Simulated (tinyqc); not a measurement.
UKS/LDA (VWN5) in the sto-6g basis, for H4+, spin multiplicity 2, step by step. One step of it, computed by the program tinyqc.

Problem. Iteration 1: building the Kohn-Sham matrix. J_ij = sum D_kl (ij|kl) with D = D(alpha) + D(beta); F = H + J + V_xc; E = tr D H + tr D J / 2 + E_xc + E_nn.

D(alpha) at the start:
```
           1H 1s      2H 1s      3H 1s      4H 1s
1H 1s   1.529067  -0.259993  -0.860988  -0.023264
2H 1s  -0.259993   0.225099   0.495433  -0.026081
3H 1s  -0.860988   0.495433   1.158282  -0.044858
4H 1s  -0.023264  -0.026081  -0.044858   0.005342
```

D(beta) at the start:
```
           1H 1s      2H 1s      3H 1s      4H 1s
1H 1s   0.164245   0.134920   0.221736  -0.029540
2H 1s   0.134920   0.110831   0.182146  -0.024265
3H 1s   0.221736   0.182146   0.299350  -0.039879
4H 1s  -0.029540  -0.024265  -0.039879   0.005313
```

core Hamiltonian H = T + V (hartree):
```
           1H 1s      2H 1s      3H 1s      4H 1s
1H 1s  -2.025838  -1.547817  -1.177144  -0.911254
2H 1s  -1.547817  -2.025838  -0.911254  -1.177144
3H 1s  -1.177144  -0.911254  -2.025838  -1.547817
4H 1s  -0.911254  -1.177144  -1.547817  -2.025838
```

Two-electron integrals (ij|kl) in chemists' order, unique and non-zero (hartree):
```
(11|11) 0.774999   (21|11) 0.434762   (21|21) 0.286153   (22|11) 0.563612
(22|21) 0.434762   (22|22) 0.774999   (31|11) 0.297201   (31|21) 0.174280
(31|22) 0.235393   (31|31) 0.147090   (32|11) 0.194671   (32|21) 0.130343
(32|22) 0.200768   (32|31) 0.098054   (32|32) 0.073490   (33|11) 0.469328
(33|21) 0.285957   (33|22) 0.397691   (33|31) 0.297201   (33|32) 0.200768
(33|33) 0.774999   (41|11) 0.200768   (41|21) 0.130343   (41|22) 0.194671
(41|31) 0.098054   (41|32) 0.072939   (41|33) 0.194671   (41|41) 0.073490
(42|11) 0.235393   (42|21) 0.174280   (42|22) 0.297201   (42|31) 0.117402
(42|32) 0.098054   (42|33) 0.235393   (42|41) 0.098054   (42|42) 0.147090
(43|11) 0.285957   (43|21) 0.189399   (43|22) 0.285957   (43|31) 0.174280
(43|32) 0.130343   (43|33) 0.434762   (43|41) 0.130343   (43|42) 0.174280
(43|43) 0.286153   (44|11) 0.397691   (44|21) 0.285957   (44|22) 0.469328
(44|31) 0.235393   (44|32) 0.194671   (44|33) 0.563612   (44|41) 0.200768
(44|42) 0.297201   (44|43) 0.434762   (44|44) 0.774999
```

nuclear repulsion = 3.25815325 hartree

V_xc(alpha) (hartree):
```
           1H 1s      2H 1s      3H 1s      4H 1s
1H 1s  -0.530493  -0.298787  -0.229210  -0.150298
2H 1s  -0.298787  -0.399127  -0.152374  -0.173035
3H 1s  -0.229210  -0.152374  -0.501889  -0.270967
4H 1s  -0.150298  -0.173035  -0.270967  -0.322682
```

V_xc(beta) (hartree):
```
           1H 1s      2H 1s      3H 1s      4H 1s
1H 1s  -0.436732  -0.265315  -0.200330  -0.133988
2H 1s  -0.265315  -0.379051  -0.137719  -0.160364
3H 1s  -0.200330  -0.137719  -0.424293  -0.233076
4H 1s  -0.133988  -0.160364  -0.233076  -0.281516
```

E_xc = sum of w rho eps_xc = -1.11752963 hartree

Give: Coulomb J; F(alpha); F(beta); total energy of this density.

Solution.

Coulomb J (hartree):
```
        1H 1s   2H 1s   3H 1s   4H 1s
1H 1s  1.8717  1.1209  0.8676  0.5924
2H 1s  1.1209  1.5628  0.5938  0.7292
3H 1s  0.8676  0.5938  1.7666  1.0453
4H 1s  0.5924  0.7292  1.0453  1.4274
```

F(alpha) (hartree):
```
         1H 1s    2H 1s    3H 1s    4H 1s
1H 1s  -0.6846  -0.7257  -0.5388  -0.4691
2H 1s  -0.7257  -0.8621  -0.4699  -0.6210
3H 1s  -0.5388  -0.4699  -0.7611  -0.7735
4H 1s  -0.4691  -0.6210  -0.7735  -0.9211
```

F(beta) (hartree):
```
         1H 1s    2H 1s    3H 1s    4H 1s
1H 1s  -0.5909  -0.6922  -0.5099  -0.4528
2H 1s  -0.6922  -0.8421  -0.4552  -0.6083
3H 1s  -0.5099  -0.4552  -0.6835  -0.7356
4H 1s  -0.4528  -0.6083  -0.7356  -0.8800
```

total energy of this density = -1.117159 hartree
